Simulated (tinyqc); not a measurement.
What each parameter does: Wannier functions of a composite (isolated) pair of valence bands (bonds of an sp chain).

Each atom has a hybrid pointing left (<) and right (>). H(k): diagonal +V3 on A, -V3 on B; <A<|A>> = -V1a, <B<|B>> = -V1b, <A>|B<> = -V2, <B>|A<> = -V2p exp(ik); k in 1/a, Bloch sums with exp(ikR). The two lowest bands are filled. Trial functions in cell 0: g1 = cos(c) A> + sin(c) B<, and g2 = sin(c) B> + cos(c) A< of cell 1, whose Bloch vector has cos(c) exp(-ik) on A<. Projection A_mn = <psi_m|g_n>, S = A^+ A, Loewdin U = A S^(-1/2), Bloch-like states w_n = sum_m psi_m U_mn, H_W(k) = U^+ diag(E) U. P = sum_m |psi_m><psi_m| is free of phase choices, and S = g^+ P g, w = P g S^(-1/2).

Parameters, chosen for this exercise: V2 = 3.93 eV (coupling in the bond A-B inside the cell); V2p = 2.72 eV (coupling in the bond to the next cell); V1a = 1.26 eV (coupling of the two hybrids on A); V1b = 1.79 eV (the same on B); V3 = 0 eV (A at +V3, B at -V3); c = 45 degrees (trial bonds cos(c) on A, sin(c) on B); xb = 0.52 a (position of B (A at 0)).

N = 12: centres, total spread (point-like hybrids at R and R + xb) and H_12(0). Each row changes one parameter from the base and keeps the others.

Results:
```
case           centre 1 (a)  centre 2 (a)  total spread (a^2)  H_12(0) (eV)
base                 0.2643        0.7557              0.1422       -0.8779
V2 = 4.33 eV         0.2638        0.7562              0.1401       -0.8795
V2p = 3.12 eV        0.2638        0.7562              0.1398       -0.8801
V1a = 1.46 eV        0.2628        0.7572              0.1453       -0.8719
V1b = 1.99 eV        0.2662        0.7538              0.1452       -0.9759
V3 = 0.4 eV          0.2869        0.7228              0.1402       -0.9814
xb = 0.57 a          0.2893        0.7807              0.1445       -0.8779
```

The largest shifts from the base row, up to three for each result and ties (the steps differ in size, so this ranks the rows, not the parameters). centre 1 (a): xb +0.0250, V3 +0.0227, V1b +0.0019. centre 2 (a): V3 -0.0330, xb +0.0250, V1b -0.0019. total spread (a^2): V1a +0.0031, V1b +0.0030, V2p -0.0025. H_12(0) (eV): V3 -0.1036, V1b -0.0980, V1a +0.0059; unchanged at the printed digits by xb.

tinyqc: `OMP_NUM_THREADS=1 python tinyqc.py 1452449 1452450 out.jsonl`; about 0.2 s, one thread, shared Intel(R) Xeon(R) Processor @ 2.30GHz.
